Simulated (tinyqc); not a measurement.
Changing the junction voltage V: current of a Schottky diode by thermionic-emission-diffusion theory, and its read-back from I-V-T and C-V data. Computed by tinyqc, a small Python program. Command: `OMP_NUM_THREADS=1 python tinyqc.py 3031435 3031436 out.jsonl schottky sweep`. One thread of a shared host (Intel(R) Xeon(R) Processor @ 2.30GHz), about 0.01 s of CPU time with the checks.

Full ionisation, no tunnelling, no recombination current. V is the voltage across the junction itself, forward positive.

Inputs (values chosen for the exercise, modelled on n-type GaAs):

| quantity | value | unit |
|---|---|---|
| Richardson constant A* | 7.99 | A/(cm^2 K^2) |
| effective density of states at 300 K, N_c | 4.9e+17 | 1/cm^3 |
| permittivity eps | 12.9 | - |
| mobility mu | 6800 | cm^2/(V s) |
| barrier without image force phi_0 | 0.854 | eV |
| doping N | 3.8e+16 | 1/cm^3 |
| series resistance R_s | 0.32 | milliohm cm^2 |
| temperature T | 200 | K |

Barrier: uniform.

Constants: k_B = 8.617333262e-05 eV/K; e = 1.602176634e-19 C; eps_0 = 8.8541878128e-12 F/m.

Method:
- N_c(T) = N_c (T/300 K)^(3/2); V_bi = phi_0 - (k_B T/e) ln(N_c(T)/N); surface field F = sqrt(2 e N (V_bi - V - k_B T/e)/(eps eps_0)); image lowering d_phi = sqrt(e F/(4 pi eps eps_0)); effective barrier phi = phi_0 - d_phi.
- Collection velocity v_R = A* T^2/(e N_c(T)); diffusion velocity v_D = mu F; J = e N_c(T) v_R/(1 + v_R/v_D) exp(-phi/k_B T) [exp(e V/k_B T) - 1].
- Terminal voltage V + J R_s.
- Ideality n = (e/k_B T)/(d ln J/dV) by a central difference of +/- 1 mV; J_0 = J exp(-e V/(n k_B T)); apparent barrier phi_IV = k_B T ln(A* T^2/J_0); a C-V plot gives phi_CV = phi_0, the mean without lowering.

One run for each value:

| junction voltage V (V) | current density J (A/cm^2) | ideality factor n | image lowering (meV) | terminal voltage (V) |
|---|---|---|---|---|
| 0.15 | 3.3721e-12 | 1.0118 | 30.520 | 0.15000 |
| 0.23 | 3.3021e-10 | 1.0133 | 29.539 | 0.23000 |
| 0.30 | 1.8133e-08 | 1.0147 | 28.593 | 0.30000 |
| 0.45 | 9.4630e-05 | 1.0193 | 26.171 | 0.45000 |
| 0.53 | 8.9100e-03 | 1.0236 | 24.544 | 0.53000 |
| 0.61 | 8.1815e-01 | 1.0311 | 22.507 | 0.61026 |

Give the missing row, junction voltage V (V) = 0.38.

Computed row:
```
junction voltage V (V)  current density J (A/cm^2)  ideality factor n  image lowering (meV)  terminal voltage (V)
0.38                                    1.7509e-06             1.0168                27.382               0.38000
```

Interpolating between the two neighbouring rows (linearly) misses most in current density J (A/cm^2), by a factor of 29. Over the rows, current density J (A/cm^2) rises from 3.37e-12 to 0.818 (exponent d ln y / d ln x 11 between the first rows and 32 between the last); ideality factor n rises from 1.012 to 1.031 (exponent d ln y / d ln x 0.0033 between the first rows and 0.052 between the last); image lowering (meV) falls from 30.5 to 22.5 (exponent d ln y / d ln x -0.076 between the first rows and -0.62 between the last).  Left out: 0.680 (the bias is too near flat band).
